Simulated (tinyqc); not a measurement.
Lateral field, substrate current, probability of reaching the oxide barrier and hot-carrier lifetime of a silicon transistor (pseudo-two-dimensional and lucky-electron models): one step, computed by the program tinyqc. Command: `OMP_NUM_THREADS=1 python tinyqc.py 3003815 3003816 out.jsonl hotcar walk`. One thread of a shared host (Intel(R) Xeon(R) Processor @ 2.30GHz), about 0.01 s of CPU time with the checks.

Local-field models: a lucky carrier gains its energy at the peak field over a path free of collisions. Voltages are magnitudes.

Question. Peak lateral field. C_ox = 3.9 eps_0/t; F_sat = 2 v_s/mu; V_Dsat = V_ov F_sat L/(V_ov + F_sat L), V_ov = V_G - V_T; I_D/W = C_ox v_s (V_ov - V_Dsat). Scale length l = 0.22 t^(1/3) x_j^(1/2) (all in cm); F_m = sqrt(((V_D - V_Dsat)/l_e)^2 + F_sat^2), with l_e = l; length of the velocity-saturated region l_e ln((V_D - V_Dsat)/(l_e F_sat) + F_m/F_sat).

Inputs (values chosen for the exercise, modelled on a silicon n-channel): channel length L = 780 nm; oxide thickness t = 21 nm; junction depth x_j = 140 nm; mobility mu = 380 cm^2/(V s); saturation velocity v_s = 0.84 1e7 cm/s; threshold voltage V_T = 0.65 V; gate voltage V_G = 2.2 V; drain voltage V_D = 4.5 V; ionisation prefactor A_i = 2.1e+06 1/cm; ionisation field B_i = 1.73 MV/cm; hot-carrier mean free path lambda = 7.9 nm; oxide barrier phi_b = 3.1 eV; interface-trap threshold phi_it = 3.8 eV; lifetime constant H = 20 s microampere/micrometre.

Drain: abrupt.

Constants: eps_0 = 8.8541878128e-12 F/m.

Give: scale length l; peak field F_m; velocity-saturated length; energy gained over one free path, e lambda F_m.

Answer.

scale length l = 105.4 nm

peak field F_m = 328.4 kV/cm

velocity-saturated length = 284.0 nm

energy gained over one free path, e lambda F_m = 0.2595 eV
